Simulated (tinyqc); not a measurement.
Threshold-voltage variability of a planar MOSFET, analytic estimates: one step of the calculation.

Three independent sources add in quadrature: random dopants in the depleted layer, metal-gate grains of two orientations, and roughness of the two gate edges acting through the roll-off VT = VT(long) - Vr exp(-L/l). These are first-order estimates: no three-dimensional electrostatics, no percolation.

Problem. Random dopants. ni = sqrt(Nc Nv) exp(-Eg/(2 Vt)), Eg in volts; Cox = 3.9 eps0/ti; Wd = sqrt(4 eps0 eps_r Vt ln(Na/ni)/(q Na)); dopants: s1 = (q/Cox) sqrt(Na Wd/(3 L W)). The slope A1 = s1 sqrt(L W); mean number of dopants Na L W Wd.

Parameters, values chosen for the exercise; material values those of a made-up semiconductor: temperature T = 400 K; band gap Eg = 1.1 eV; relative permittivity of the semiconductor eps_r = 10.9; conduction-band density of states at T Nc = 4.02e19 cm^-3; valence-band density of states at T Nv = 5.23e19 cm^-3; channel doping Na = 2.9e18 cm^-3; oxide-equivalent thickness in inversion ti = 1.1 nm; gate length L = 25 nm; gate width W = 95 nm.

Constants: q = 1.602176634e-19 C, kB = 1.380649e-23 J/K, Vt = kB T/q, eps0 = 8.8541878128e-14 F/cm where lengths are in cm. Results are converted to the units shown.

Wanted: Cox; Wd; mean number of dopants; A1; s1.

Solution.

Cox = 3.139 uF/cm^2
Wd = 19.44 nm
mean number of dopants = 133.9
A1 = 0.6996 mV um
s1 = 14.36 mV

Counting alone, 1/sqrt(N) of the depletion voltage q Na Wd/Cox = 288 mV, would give sqrt(3) times more: dopants deep in the layer act less on the surface.

tinyqc, about 0.01 s, one thread, Intel Xeon 2.30GHz (shared host): `OMP_NUM_THREADS=1 python tinyqc.py 2090098 2090099 out.jsonl`
